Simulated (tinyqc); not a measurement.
Width of layer A: type-II superlattice in the two-band Kane model.

Motion along the axis, period d = a + b, c = hbar^2/2m0. Conduction and light-hole bands couple: (E - Ec)(E - Ev) = Ep c k^2 in each layer, with mass m(E) = (E - Ev)/Ep, which may be negative. The conduction envelope psi and psi'/m(E) are continuous; a layer carries them by [[cos kt, (m/k) sin kt], [-(k/m) sin kt, cos kt]] (cosh and sinh for k^2 < 0), and cos(q d) = tr(M_B M_A)/2. C1 is the first miniband above EvB, with its bottom at tr/2 = +1 and its top at -1; the gap is the bottom of C1 less the top heavy-hole level HH1.

Heavy holes are uncoupled: with e = EvB - E, p = sqrt(mhB e/c), w = sqrt(mhA (EvB - EvA - e)/c), the top level HH1 at q = 0 solves (p/mhB) tan(p b/2) = (w/mhA) tanh(w a/2).

Constants: hbar^2/2m0 = 3.80998211 eV angstrom^2; hc = 1239.841984 eV nm.

Parameters, chosen for this exercise (near those of an InAs/GaSb superlattice; the results hold for these values, not for the real material):
- b = 45 angstrom (layer B)
- EcA = 0 eV (conduction edge of A)
- EvA = -0.417 eV (valence edge of A)
- EcB = 0.963 eV (conduction edge of B)
- EvB = 0.159 eV (valence edge of B)
- EpA = 14.1 eV (coupling energy in A)
- EpB = 17.7 eV (coupling energy in B)
- mhA = 0.35 m0 (heavy hole in A)
- mhB = 0.27 m0 (heavy hole in B)
- As = (23, 31, 35, 45, 57, 65, 78) angstrom (widths of layer A)

Bottom of C1 (tr/2 = +1, above EvB), HH1, the gap and hc/gap; widths at which C1 no longer starts above EvB are left out.

Results:

| a (angstrom) | C1 (eV) | HH1 (eV) | gap (meV) | cut-off (micrometre) |
|---|---|---|---|---|
| 23 | 0.4630 | 0.1153 | 347.7 | 3.57 |
| 31 | 0.3630 | 0.1151 | 247.9 | 5.00 |
| 35 | 0.3245 | 0.1151 | 209.4 | 5.92 |
| 45 | 0.2509 | 0.1151 | 135.8 | 9.13 |
| 65 | 0.1619 | 0.1151 | 46.8 | 26.47 |

Give the missing row, a (angstrom) = 57.

Computed row:
```
a (angstrom)  C1 (eV)  HH1 (eV)  gap (meV)  cut-off (micrometre)
57             0.1910    0.1151       75.9                 16.34
```

From a = 23 to 65 angstrom C1 falls by 301 meV while HH1 moves by -0.2 meV, so layer A tunes the gap, from 348 to 47 meV. The cut-off shifts by 0.179 micrometre per angstrom at the thin end and 1.266 at the thick end: long wavelengths need tight control of the thickness.

Program tinyqc; command `OMP_NUM_THREADS=1 python tinyqc.py 1250846 1250847 out.jsonl`; about 0.04 s on one thread of a shared Intel(R) Xeon(R) Processor @ 2.30GHz.
